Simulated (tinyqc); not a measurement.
Dispersion and weight of the plasmon: plasmons of a degenerate electron gas in the random-phase approximation.

Zero temperature, parabolic band: kF = (3 pi^2 n)^(1/3), EF = c kF^2/m, Ep^2 = 8 pi c e2 n/(m eb), qTF^2 = 6 pi e2 n/(eb EF), c = hbar^2/2m0, e2 = e^2/(4 pi eps0), n in 1/angstrom^3 (1e-24 per 1/cm^3).

Lindhard function: eps(q, E)/eb = 1 + (qTF/q)^2 (f1 + i f2) with z = q/(2 kF), u = E/(hbar vF q), hbar vF = 2 c kF/m; f1 = 1/2 + [h(z - u) + h(z + u)]/(8 z), h(x) = (1 - x^2) ln|(x + 1)/(x - 1)|; f2 = pi u/2 for z + u < 1, (pi/(8 z))(1 - (z - u)^2) for |z - u| < 1 < z + u, else 0. Pairs exist for c (q^2 - 2 q kF)/m < E < c (q^2 + 2 q kF)/m.

Constants: hbar^2/2m0 = 3.80998211 eV angstrom^2; e^2/(4 pi eps0) = 14.39964547 eV angstrom.

Values chosen for the exercise (out of a larger set: a free-electron density near that of Al; not measured data): n = 1.85e+23 1/cm^3 (electron density); m = 1 m0 (mass); eb = 1 (background dielectric constant).

Short formula: E^2 = Ep^2 + (3/5)(hbar vF q)^2 + (c q^2/m)^2; qc is where the plasmon meets the top of the continuum. The weight is the share of the f-sum that the plasmon carries, 2E/(Ep^2 d(eps/eb)/dE); a dash marks no undamped root.

Energies (eV):

| q (1/angstrom) | q/kF | top of continuum | plasmon | short formula | weight |
|---|---|---|---|---|---|
| 0.130 | 0.074 | 1.811 | 16.03 | 16.03 | 1.000 |
| 0.325 | 0.184 | 4.768 | 16.33 | 16.33 | 1.000 |
| 0.520 | 0.295 | 8.015 | 16.92 | 16.89 | 0.997 |
| 0.714 | 0.405 | 11.53 | 17.82 | 17.72 | 0.986 |
| 0.909 | 0.516 | 15.36 | 19.13 | 18.83 | 0.951 |
| 1.04 | 0.590 | 18.09 | 20.31 | 19.73 | 0.893 |
| 1.17 | 0.664 | 20.93 | 21.83 | 20.75 | 0.766 |
| 1.26 | 0.715 | 22.97 | 23.17 | 21.53 | 0.559 |
| 1.43 | 0.811 | 27.00 | - | 23.18 | - |
| 1.69 | 0.959 | 33.58 | - | 26.13 | - |

qc = 1.299 1/angstrom

What can be read from this table?

Ep = 15.97 eV. The plasmon rises from 16.03 to 23.17 eV just before qc, 45 % above Ep. The short formula errs by -0.54 % at q/kF = 0.41 and -7.07 % next to qc. The weight falls from 1.000 to 0.559 as pairs take over the sum.

Run: tinyqc, `OMP_NUM_THREADS=1 python tinyqc.py 1682374 1682375 out.jsonl`; Intel(R) Xeon(R) Processor @ 2.30GHz, one thread, shared host; about 0.01 s of CPU time with all checks.
